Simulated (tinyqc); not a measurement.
Ballistic conductance of a hard-wall wire of rectangular section by counting modes: two steps of the calculation.

Subband edges E_(a,b) = (C pi^2/m) [(a/W)^2 + (b/Hh)^2], a, b = 1, 2, ...; C = hbar^2/(2 m0). Every mode transmits fully; spin gives the factor 2 in 2 q^2/h, valleys the factor gv.

Values chosen for this exercise:
- T = 77 K (temperature)
- m = 0.042 m0 (mass)
- gv = 2 (valleys)
- Ef = 0.07 eV (Fermi energy above the bulk band edge)
- W = 38 nm (width)
- Hh = 36 nm (height)
- Et = 0.0965 eV (highest subband edge listed)

Constants: q = 1.602176634e-19 C, kB = 1.380649e-23 J/K, hbar = 1.054571817e-34 J s, h = 6.62607015e-34 J s, m0 = 9.1093837015e-31 kg, Vt = kB T/q, hbar^2/(2 m0) = 0.0380998212 eV nm^2. Results are converted to the units shown.

Task 1. Subband edges and their occupation. List the edges below Et; each adds its degeneracy times f = 1/(1 + exp((E_n - Ef)/Vt)) to the thermal mode count.

Give: edge; degeneracy; f.

Result 1.

| mode | edge (eV) | degeneracy | f |
|---|---|---|---|
| 1,1 | 0.013108 | 1 | 0.99981 |
| 2,1 | 0.031709 | 1 | 0.99689 |
| 1,2 | 0.033833 | 1 | 0.99572 |
| 2,2 | 0.052434 | 1 | 0.93385 |
| 3,1 | 0.062710 | 1 | 0.75001 |
| 1,3 | 0.068375 | 1 | 0.56094 |
| 3,2 | 0.083435 | 1 | 0.11663 |
| 2,3 | 0.086975 | 1 | 0.07187 |

Task 2. Conductance and ballistic resistance. G = (2 q^2/h) gv M; at zero temperature M counts the edges below Ef, at T it is the sum of degeneracy times f. The smooth (Sharvin) count is kF^2 A/(4 pi), kF = sqrt(m Ef/C), A = W Hh, perimeter p = 2 (W + Hh), and with the boundary term kF^2 A/(4 pi) - kF p/(4 pi). The sum runs over the edges listed.

| mode | edge (eV) | degeneracy | f |
|---|---|---|---|
| 1,1 | 0.013108463 | 1 | 0.99981108 |
| 2,1 | 0.031709084 | 1 | 0.99689226 |
| 1,2 | 0.033833229 | 1 | 0.99572473 |
| 2,2 | 0.052433850 | 1 | 0.93384807 |
| 3,1 | 0.062710120 | 1 | 0.75000585 |
| 1,3 | 0.068374506 | 1 | 0.56093928 |
| 3,2 | 0.083434886 | 1 | 0.11662922 |
| 2,3 | 0.086975128 | 1 | 0.07187166 |

Wanted: M at zero temperature; M at T; G; resistance 1/G; smooth count.

Result 2.

M at zero temperature = 6
M at T = 5.426
G = 840.8 uS
resistance 1/G = 1.189 kohm
smooth count = 8.400

The smooth count is 55 % above M at T. With the boundary term it is 5.13.

Program tinyqc, `OMP_NUM_THREADS=1 python tinyqc.py 2740033 2740034 out.jsonl`; Intel Xeon 2.30GHz, shared host, one thread, about 0.3 s.
